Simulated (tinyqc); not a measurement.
Worked calculation: inversion-layer mobility, back-scattering and ballistic limit of a field-effect transistor. Computed by tinyqc, a small Python program that keeps every step. Command: `OMP_NUM_THREADS=1 python tinyqc.py 3021820 3021821 out.jsonl mos walk`. One thread of a shared host (Intel(R) Xeon(R) Processor @ 2.30GHz), about 0.01 s of CPU time with the checks. Intermediate numbers are printed to about 5 digits and carried at full precision; extremes and crossings named in words are read from the listed rows.

The charge at the top of the source barrier is fixed by the gate; series resistance and short-channel effects are left out. F_j are Fermi integrals normalised to exp(eta) in the classical limit.

Inputs (values chosen for the exercise, modelled on a silicon n-channel):
```
quantity                                       value        unit
transport mass m                                 0.2         m_0
valley degeneracy g_v                              2           -
weight w of the inversion charge                 0.5           -
permittivity eps                                11.7           -
phonon mobility at 1 MV/cm and 300 K, mu_ph      310  cm^2/(V s)
roughness mobility at 1 MV/cm, mu_sr            1200  cm^2/(V s)
Coulomb mobility at N_inv = 1e12/cm^2, mu_C      990  cm^2/(V s)
electrical oxide thickness t_inv                 3.2          nm
depletion charge N_dep                       6.9e+11      1/cm^2
gate overdrive V_G - V_T                        0.57           V
drain voltage V_D                               0.55           V
channel length L                                 830          nm
exponent a of the critical length               0.77           -
temperature T                                    400           K
```

Statistics at the top of the barrier: Fermi-Dirac.

Constants: eps_0 = 8.8541878128e-12 F/m; e = 1.602176634e-19 C; m_0 = 9.1093837015e-31 kg; k_B = 1.380649e-23 J/K; hbar = 1.054571817e-34 J s; k_B = 8.617333262e-05 eV/K.

## Charge and field

N_inv = 3.9 eps_0 (V_G - V_T)/(e t_inv); effective field E_eff = e (N_dep + w N_inv)/(eps eps_0).

inversion density N_inv = 3.8391e+12 1/cm^2

effective field E_eff = 0.40359 MV/cm

## Effective mobility

mu_phonon = mu_ph (E_eff/1 MV/cm)^(-0.3) (T/300 K)^(-1.75); mu_rough = mu_sr (E_eff/1 MV/cm)^(-2); mu_Coulomb = mu_C (N_inv/1e12 cm^-2) (T/300 K); Matthiessen's rule adds 1/mu.

phonon part = 246.00 cm^2/(V s)

roughness part = 7367.2 cm^2/(V s)

Coulomb part = 5067.6 cm^2/(V s)

effective mobility mu = 227.37 cm^2/(V s)

The phonon part is the lowest and holds 92 % of 1/mu.

## Ballistic limit

F_j(eta) = (1/Gamma(j + 1)) int_0^infinity x^j/(1 + exp(x - eta)) dx, F_0 = ln(1 + exp(eta)). Integrals over x = E/(k_B T) use 160 Gauss-Legendre points in u = sqrt(x) from 0 to sqrt(max(eta, 0) + 32). Ballistic channel: N_2D = g_v m k_B T/(pi hbar^2), U = e V_D/(k_B T); eta_F solves N_inv = (N_2D/2)[F_0(eta_F) + F_0(eta_F - U)]; v_T = sqrt(2 k_B T/(pi m)); I/W = e (N_2D/2) v_T [F_1/2(eta_F) - F_1/2(eta_F - U)]; injection velocity v_T F_1/2(eta_F)/F_0(eta_F).

N_2D = 5.7596e+12 1/cm^2

eta_F = 1.0271

thermal velocity v_T = 1.3892 1e7 cm/s

injection velocity = 1.6710 1e7 cm/s

ballistic current I/W = 1027.8 microampere/micrometre

Degeneracy raises the injection velocity by a factor 1.20.

## Back-scattering

Mean free path lambda = (2 k_B T/e)(mu/v_T) F_0(eta_0)/F_-1/2(eta_0), with eta_0 from N_inv = N_2D F_0(eta_0); critical length l = L (1 + U)^(-a), an empirical rule; back-scattering r = l/(l + lambda). Then eta solves N_inv = (N_2D/2)[(1 + r) F_0(eta) + (1 - r) F_0(eta - U)] and I/W = e (N_2D/2) v_T (1 - r)[F_1/2(eta) - F_1/2(eta - U)]. Ballistic ratio: I over the ballistic current. Apparent mobility 1/(1/mu + 1/mu_B), mu_B = mu L/lambda.

eta_0 = -0.053905

mean free path lambda = 12.866 nm

critical length l = 93.863 nm

back-scattering coefficient r = 0.87945

current I/W = 60.632 microampere/micrometre

ballistic ratio = 0.058991

apparent low-field mobility = 223.90 cm^2/(V s)

L/lambda = 64.51, but at this drain voltage only the first 93.9 nm can return a carrier to the source, so the device works at 6 % of its ballistic limit. Caution: the current exceeds the long-channel drift law, so the empirical rule for l, meant for short channels, is too generous here.

## Channel length

The last column is the long-channel law e N_inv mu V/L with V = V_D - V_D^2/(2 V_ov) below pinch-off and V_ov/2 above, V_ov = V_G - V_T.

Currents (microampere/micrometre):
```
L (nm)        r     I/W  ballistic ratio  long-channel law
5       0.04210  938.17          0.91278            7961.8
10      0.08080  862.85          0.83949            3980.9
20      0.14951  743.36          0.72324            1990.5
40      0.26013  581.98          0.56622             995.2
80      0.41286  405.63          0.39465             497.6
160     0.58444  252.48          0.24564             248.8
400     0.77856  118.35          0.11515              99.5
1000    0.89785   50.83          0.04946              39.8
```

The current scales as L^-0.92 at the long end and as L^-0.12 at the short end, where it reaches 91 % of the ballistic 1030. The long-channel law passes the ballistic limit between 20.0 and 40.0 nm and has no meaning below. At 1000 nm the model gives 1.28 times the long-channel law; the rule for l is a fit for short devices and fails wherever the model exceeds that law. Raising mu by 10 % at 20 nm raises I by 2.6 %.

## The mobility curve

The formulas are those given above.

Mobilities (cm^2/(V s)):
```
V_G - V_T (V)  N_inv (1/cm^2)  E_eff (MV/cm)  phonon  roughness  Coulomb   total
0.03               2.0206e+11        0.12234  351.92      80176      267  151.44
0.06               4.0411e+11        0.13796  339.46      63044      533  206.77
0.12               8.0823e+11        0.16921  319.29      41909     1067  244.31
0.20               1.3470e+12        0.21088  298.89      26984     1778  253.47
0.35               2.3573e+12        0.28901  271.92      14367     3112  245.79
0.50               3.3676e+12        0.36713  253.09       8903     4445  233.18
0.75               5.0514e+12        0.49734  231.06       4851     6668  213.49
1.00               6.7352e+12        0.62755  215.49       3047     8891  196.80
1.50               1.0103e+13        0.88796  194.18       1522    13336  170.01
```

The lowest part is Coulomb at 0.0300, phonon from 0.0600 to 1.50 V. The total peaks at 253 near E_eff = 0.21 MV/cm: screening lifts it at low density and the field presses it down at high density.

Checks made by the program: long channel and small V_D against the drift formula e N mu V_D/L (relative difference 1e-04).
